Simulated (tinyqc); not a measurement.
Equilibrium crystal shape, supported particles, Gibbs-Thomson effect and coarsening: one step, computed by the program tinyqc. Command: `OMP_NUM_THREADS=1 python tinyqc.py 3026213 3026214 out.jsonl wulff walk`. One thread of a shared host (Intel(R) Xeon(R) Processor @ 2.30GHz), about 0.04 s of CPU time with the checks.

A cubic crystal bounded by {100}, {110} and {111} facets only.

Task: The particle on a substrate. Winterbottom: the particle sits on its largest facet family, {111}, with energy gamma_f; the substrate plane cuts the shape at the distance lambda (gamma_f - W_a) below the centre. Height over that of the free particle at the same lambda = (2 gamma_f - W_a)/(2 gamma_f). An isotropic particle with gamma_mean has cos(theta) = W_a/gamma_mean - 1 (Young-Dupre); a film dewets into particles whenever W_a < 2 gamma.

Inputs (values chosen for the exercise, for a model cubic crystal): work of adhesion W_a = 1.2 J/m^2.

gamma (J/m^2): (100) 1.36, (110) 1.38, (111) 1.33

gamma_mean = 1.356069 J/m^2

Give: relative height; contact angle theta.

Result:

relative height = 0.5489

contact angle theta = 96.61 degrees

W_a is below gamma_f: more than half of the shape shows.
